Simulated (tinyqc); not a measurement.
Two-band massive Dirac model of the K valleys: sweeps and comparisons. A value that a table varies takes the place of the one given here.

Basis (conduction, valence): H = [[D/2, a t (tau kx - i ky)], [a t (tau kx + i ky), -D/2 + lam tau sz]], valley tau = +/-1, spin sz = +/-1. The gap of a spin and valley is G = D - lam tau sz. Berry curvature Omega = curl of i<u|grad u>; for the conduction band Omega_c = -tau 2 a^2 t^2 G/(G^2 + 4 a^2 t^2 k^2)^(3/2), and Omega_v = -Omega_c.

Constants: hbar^2/2m0 = 3.80998211 eV angstrom^2.

Inputs chosen for the exercise (near those used for monolayer WSe2; shifted at random, so the results belong to these values and not to a real crystal):
- a = 3.305 angstrom (lattice constant)
- D = 1.49 eV (gap parameter)
- t = 1.17 eV (effective hopping)
- lam = 0.225 eV (half the valence spin splitting)

## Away from the valley

Flavour tau = +1, sz = +1. Parabolic transition energy G + 2 a^2 t^2 k^2/G; degree of circular polarisation eta = 2 cos(theta)/(1 + cos^2(theta)). The last column is the Berry flux of the conduction band inside |k|, over 2 pi: -(1 - cos(theta))/2, cos(theta) = G/(transition energy).

Along |k|:
```
|k| (1/angstrom),transition (eV),parabolic (eV),Omega_c (angstrom^2),eta,flux/2 pi
0.000,1.2650,1.2650,-18.688,1.0000,0.0000
0.025,1.2797,1.2798,-18.052,0.9999,-0.0057
0.050,1.3228,1.3241,-16.344,0.9990,-0.0218
0.075,1.3916,1.3980,-14.036,0.9955,-0.0455
0.100,1.4827,1.5014,-11.606,0.9875,-0.0734
0.150,1.7164,1.7969,-7.482,0.9552,-0.1315
0.200,1.9982,2.2106,-4.742,0.9039,-0.1835
0.300,2.6426,3.3926,-2.050,0.7789,-0.2606
```

The curvature halves at |k| = 0.125 1/angstrom, where 2 a t k = 0.766 G. At 0.3 the parabola is 750 meV too high, eta has fallen only to 0.779, and the flux has reached -0.261 of the -1/2 that a whole cone holds. The real bands leave this model beyond about 0.1 to 0.2 1/angstrom, where trigonal warping and other bands enter.

## Hole doping of the spin-split valence bands

The Fermi level lies E below the top of the valence band. kF for the upper and lower band of valley +1 from the two-band energy; each flavour holds kF^2/(4 pi) holes per area and both valleys count. Spin polarisation within one valley; Berry flux removed from valley +1, the sum of (1 - cos(theta_F))/2 with cos(theta_F) = G/sqrt(G^2 + 4 a^2 t^2 kF^2), in units of 2 pi.

Holes:
```
E (meV),kF upper (1/angstrom),kF lower,p (1e12/cm^2),spin polarisation in a valley,flux/2 pi
56.2,0.0705,0.0000,7.91,1.000,0.0408
112.5,0.1018,0.0000,16.49,1.000,0.0755
225.0,0.1497,0.0000,35.68,1.000,0.1312
337.5,0.1902,0.0000,57.57,1.000,0.1740
427.5,0.2200,0.0000,77.01,1.000,0.2017
495.0,0.2414,0.0728,101.16,0.833,0.2444
675.0,0.2959,0.1709,185.84,0.500,0.3621
900.0,0.3610,0.2553,311.10,0.333,0.4657
```

Up to E = 2 lam = 450 meV, a density of 82.1e12/cm^2, only the upper band of this model is emptied and each valley is fully spin-polarised, oppositely in the two. Beyond it the polarisation falls, to 0.33 in the last row. The flux, times e^2/h, is in size the change of the Hall conductivity of one valley; the other valley cancels it in the charge current. Rows with kF above about 0.2 1/angstrom lie beyond the range of the model, and in real layers the valley at Gamma, close below in MoS2 and WS2, can take holes as well.

## What each parameter does

Flavour tau = sz = +1 at k = 0: gap G, mass c G/(a t)^2 with c = hbar^2/2m0, Omega_c, and the B - A splitting 2 lam. Each row changes one parameter from the base and keeps the others.

Results:
```
case,G (eV),mass (m0),Omega_c (angstrom^2),B - A (eV)
base,1.2650,0.3223,-18.688,0.4500
a = 3.3711 angstrom,1.2650,0.3098,-19.443,0.4500
D = 1.341 eV,1.1160,0.2844,-24.011,0.4500
t = 1.287 eV,1.2650,0.2664,-22.613,0.4500
lam = 0.3375 eV,1.1525,0.2937,-22.515,0.6750
```

The largest shifts from the base row, up to three for each result and ties (the steps differ in size, so this ranks the rows, not the parameters). G (eV): D -0.1490, lam -0.1125; unchanged at the printed digits by a and t. mass (m0): t -0.0559, D -0.0380, lam -0.0287. Omega_c (angstrom^2): D -5.323, t -3.924, lam -3.826. B - A (eV): lam +0.2250; unchanged at the printed digits by a, D and t. The mass goes as G/(a t)^2 and the curvature as (a t)^2/G^2, so their product is -2c/G.

Run: tinyqc, `OMP_NUM_THREADS=1 python tinyqc.py 1451873 1451874 out.jsonl`; Intel(R) Xeon(R) Processor @ 2.30GHz, one thread, shared host; about 0.01 s of CPU time with all checks.
